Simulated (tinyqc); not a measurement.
On-chip power grid, static voltage drop by conjugate gradients: one step of the calculation.

A grid of 4 rows and 3 columns, node k = 3 row + column. Neighbours in a row are joined by Rx, in a column by Ry; pad nodes, which reach the supply through Rp: 0, 9. Each node draws I0, node 10 draws kh I0. The drops u = Vdd - V solve G u = i, with G the conductance matrix (1/Rp added on the diagonal at pad nodes).

Problem. Worst drop, pad currents and power lost. Pad current u/Rp; worst drop as a share of Vdd; power lost in the grid and pads sum_k i_k u_k; power delivered sum_k i_k (Vdd - u_k).

Parameters, values chosen for the exercise: supply voltage Vdd = 1 V; resistance from a pad node to the supply Rp = 0.07 ohm; load current of an ordinary node I0 = 2.7 mA; factor on the load at the hot node kh = 8.

converged u (mV):
```
           col 0      col 1      col 2
row 0  1.4003359  3.4979968  4.4446760
row 1  4.8457988  5.3447861  5.7000630
row 2  5.3618245  6.1225797  6.4988829
row 3  2.1906641  6.5282606  6.9020015
```

Give: worst drop; share of Vdd; pad currents; power lost; power delivered.

Solution.

worst drop = 6.902 mV
share of Vdd = 0.6902 %
pad currents (mA): node 0 20.00, node 9 31.30
power lost = 0.2822 mW
power delivered = 51.02 mW

The pad currents add up to the total load, 51.30 mA. The worst drop is at node 11, not at the hot node.

Computed by the program tinyqc: `OMP_NUM_THREADS=1 python tinyqc.py 2770186 2770187 out.jsonl`, one thread of a shared Intel Xeon 2.30GHz, about 0.1 s for the whole run.
